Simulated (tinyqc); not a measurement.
Inside a calculation. Model: one level coupled to a phonon between two leads, self-consistent Born approximation.

Numbers from tinyqc (`OMP_NUM_THREADS=1 python tinyqc.py 2720134 2720135 out.jsonl`; about 0.2 s on one thread of a shared Intel Xeon 2.30GHz). Printed values are rounded.

Wide-band leads with mu_L = +V/2 and mu_R = -V/2; phonons in equilibrium, Nq = 1/(exp(w0/kB T) - 1). Scattering links only energies that differ by w0, so a ladder E_k = E1 + k w0 closes on itself; terms that reach past its ends are dropped. Gn and Gp are the electron and hole parts of the spectral function A = Gn + Gp.

Parameters, values chosen for the exercise:
```
symbol,value,unit,meaning
T,77,K,temperature of leads and phonons
w0,180,meV,phonon energy
ed,180,meV,level
GL,83,meV,coupling to the left lead
GR,60,meV,coupling to the right lead
M,49,meV,electron-phonon matrix element
V,114,mV,bias
nr,6,,rungs of the ladder shown
E1,-261,meV,lowest rung
```

Constants: q = 1.602176634e-19 C, kB = 1.380649e-23 J/K, Vt = kB T/q. Results are converted to the units shown.

Range of the model: The self-consistent Born approximation keeps only non-crossing phonon lines and no Hartree shift; it is rough once the coupling nears the phonon energy.

## The ladder and the first Green functions

|G|^2 = 1/[(E - ed)^2 + (GL + GR + Sin + Sout)^2/4], Gn = |G|^2 (GL fL + GR fR + Sin), Gp = |G|^2 (GL (1 - fL) + GR (1 - fR) + Sout), f = 1/(1 + exp((E - mu)/kB T)). On a single ladder the real part of the phonon self-energy, which needs all energies, is left out. At the start Sin = Sout = 0.

```
rung  E (meV)           fL           fR   Gn (1/meV)   Gp (1/meV)
0        -261            1            1   7.16457e-4  1.33498e-17
1         -81      1.00000     0.973839   0.00193123   2.14334e-5
2          99   0.00177933  6.15943e-11   1.26515e-5    0.0122376
3         279  2.94938e-15  1.01916e-22  1.64148e-17   0.00958879
4         459  4.88012e-27  1.68632e-34  4.88287e-30   0.00172386
5         639  8.07479e-39  2.79024e-46  3.10578e-42   6.62671e-4
```

Nq = 1.65463e-12

## Iteration 1: scattering functions

Sin(E) = M^2 [(Nq + 1) Gn(E + w0) + Nq Gn(E - w0)], Sout(E) = M^2 [(Nq + 1) Gp(E - w0) + Nq Gp(E + w0)]. Nq = 1/(exp(w0/kB T) - 1).

```
rung    Sin (meV)   Sout (meV)
0         4.63689  8.51496e-14
1       0.0303763  4.86490e-11
2     7.71173e-12    0.0514615
3     5.02615e-14      29.3824
4     6.52122e-26      23.0227
5     1.93985e-38      4.13899
```

## Iteration 1: Green functions

|G|^2 = 1/[(E - ed)^2 + (GL + GR + Sin + Sout)^2/4], Gn = |G|^2 (GL fL + GR fR + Sin), Gp = |G|^2 (GL (1 - fL) + GR (1 - fR) + Sout), f = 1/(1 + exp((E - mu)/kB T)). On a single ladder the real part of the phonon self-energy, which needs all energies, is left out.

```
rung  Gn after iteration 1 (1/meV)  Gp after iteration 1 (1/meV)
0                       7.38442e-4                   1.37532e-17
1                       0.00193159                    2.14327e-5
2                       1.26475e-5                     0.0122381
3                      1.71248e-17                     0.0100048
4                      5.55001e-30                    0.00195939
5                      3.19124e-42                    6.80904e-4
```

## Iteration 2: scattering functions

As before.

```
rung    Sin (meV)   Sout (meV)
0         4.63775  8.51471e-14
1       0.0303667  4.86522e-11
2     7.71486e-12    0.0514600
3     5.02457e-14      29.3837
4     6.80329e-26      24.0216
5     2.20488e-38      4.70449
```

## Iteration 2: Green functions

As before.

```
rung  Gn after iteration 2 (1/meV)  Gp after iteration 2 (1/meV)
0                       7.38446e-4                   1.37532e-17
1                       0.00193159                    2.14327e-5
2                       1.26475e-5                     0.0122381
3                      1.71238e-17                     0.0100048
4                      5.57782e-30                    0.00196924
5                      3.20289e-42                    6.83389e-4
```

## Course of the iteration

Repeat until no Sin or Sout changes by more than 1e-9 meV.

Course of the iteration:
```
iteration  largest Sin + Sout (meV)  largest change (meV)
1                           29.3824                  29.4
2                           29.3837                 0.999
3                           29.3837                0.0237
4                           29.3837               5.99e-7
5                           29.3837              1.78e-11
```

Converged in 5 iterations; the change shrinks by about 2.7e-5 a step.

## Currents on the rungs

```
rung  converged Gn (1/meV)  converged Gp (1/meV)
0               7.38446e-4           1.37532e-17
1               0.00193159            2.14327e-5
2               1.26475e-5             0.0122381
3              1.71238e-17             0.0100048
4              5.57777e-30            0.00196924
5              3.20337e-42            6.83493e-4
```

Spectral currents into the level: iL = GL [fL Gp - (1 - fL) Gn], iR = GR [fR Gp - (1 - fR) Gn].

```
rung  iL (1e-3)  iR (1e-3)  iL + iR (1e-7)
0       0.00000    0.00000         0.00000
1       1.77892   -1.77957        -6.50842
2       0.75950   -0.75885         6.50842
3       0.00000    0.00000         0.00000
4       0.00000    0.00000         0.00000
5       0.00000    0.00000         0.00000
```

sum of iL = 0.00253842

On a single rung iL + iR need not vanish (largest 6.5e-7), since phonons move electrons between rungs; summed over the ladder it does.
